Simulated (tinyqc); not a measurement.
Worked calculation: surface photovoltage measurement of the minority-carrier diffusion length in a wafer. Computed by tinyqc, a small Python program that keeps every step. Command: `OMP_NUM_THREADS=1 python tinyqc.py 3130540 3130541 out.jsonl spv walk`. One thread of a shared host (Intel(R) Xeon(R) Processor @ 2.30GHz), about 0.01 s of CPU time with the checks. Intermediate numbers are printed to about 5 digits and carried at full precision; extremes and crossings named in words are read from the listed rows.

Low injection, steady light, a depletion layer much thinner than 1/alpha and L. The excess density dn is taken at the front edge of the neutral region; light that reaches the back is lost.

Inputs (values chosen for the exercise, modelled on p-type silicon at room temperature): diffusion length L = 56 micrometre; wafer thickness W = 725 micrometre; diffusivity D = 27.8 cm^2/s; front recombination velocity S_f = 420 cm/s; back recombination velocity S_b = 2400 cm/s; photon flux entering = 1.4e+12 1/(cm^2 s); minority density at the surface barrier scale n_0 = 6.1e+10 1/cm^3; temperature T = 298 K; wavelength = 813 nm; relative noise of each reading = 0 %; diffusion length after pair splitting over L = 0.63; iron factor C = 1.1e+16 micrometre^2/cm^3.

Constants: k_B = 8.617333262e-05 eV/K.

## One wavelength

alpha = (84.732/lambda - 76.417)^2 per cm with lambda in micrometre (an empirical fit for silicon between 0.7 and 1.05 micrometre). Thick wafer: dn = Phi L/((S_f + D/L)(L + 1/alpha)). Finite wafer, with s = S_b L/D, w = W/L, a = alpha L: dn = [Phi a/(a^2 - 1)] [a - B - exp(-alpha W)(a - s)/(cosh w + s sinh w)]/(S_f + B D/L), B = (sinh w + s cosh w)/(cosh w + s sinh w). Photovoltage V = (k_B T/e) ln(1 + dn/n_0). Lifetime = L^2/D.

alpha = 773.08 1/cm

penetration depth 1/alpha = 12.935 micrometre

dn, thick wafer = 2.1123e+08 1/cm^3

B = 1

dn, finite wafer = 2.1123e+08 1/cm^3

photovoltage V = 0.088768 mV

lifetime = 1.1281 microsecond

## The linear plot

normal deviates g for the noise: [-0.78, 0.51, -0.62, 1.11, 0.10, -2.58, 1.69]

Readings y = (Phi/dn) (1 + noise x g) at 780, 830, 880, 920, 950, 975 and 995 nm; a least-squares line y = c (1/alpha + L_app) gives L_app = intercept/slope.

Readings:
```
lambda (nm)  1/alpha (micrometre)  y (cm/s)  line (cm/s)
780                          9.64      6311         6311
830                         15.18      6843         6843
880                         25.33      7820         7820
920                         40.66      9293         9293
950                         61.28     11276        11276
975                         90.92     14126        14126
995                        130.89     17969        17969
```

slope = 96.148 cm/(s micrometre)

apparent length L_app = 56.000 micrometre

error of L_app (rounded to 0.001) = 0 %

At W/L = 12.9 the finite thickness shifts L_app by less than 0.05 %. S_f scales all readings alike and leaves L_app unchanged.

## Where the wafer is too thin

No noise; L is varied at fixed W, and the last two columns set S_b to 0 and to 1e7 cm/s.

Apparent length (micrometre):
```
L          W/L  given S_b  S_b = 0  S_b = 1e7
36.2    20.028      36.20       36      36.20
72.5    10.000      72.50       73      72.50
145.0    5.000     144.98      145     144.88
218.0    3.326     217.27      220     215.82
362.0    2.003     347.22      390     334.43
580.0    1.250     485.29      746     444.72
942.0    0.770     595.86     1634     522.11
1520.0   0.477     656.52     3724     560.94
2900.0   0.250     689.29    10444     580.94
```

With a fast back surface L_app levels off, at 581 micrometre in the last row; with a passive one it reaches up to 3.60 times L among these rows and is 10400 in the last. All three columns are within 5 % of L down to W/L = 3.3.

## Iron from two lengths

Splitting iron-boron pairs in boron-doped silicon shortens L; with nothing else changing, [Fe] = C (1/L_after^2 - 1/L^2). It is evaluated with the true lengths and with the apparent ones (without noise), which differ when the wafer is not thick against L.

L_after = 35.28 micrometre

[Fe] from the true lengths = 5.3300e+12 1/cm^3

[Fe] from the apparent lengths = 5.3300e+12 1/cm^3

bias, apparent over true less 1 (rounded to 0.001) = 0 %

Checks made by the program: dn against a finite-difference solution (relative difference 2e-05).
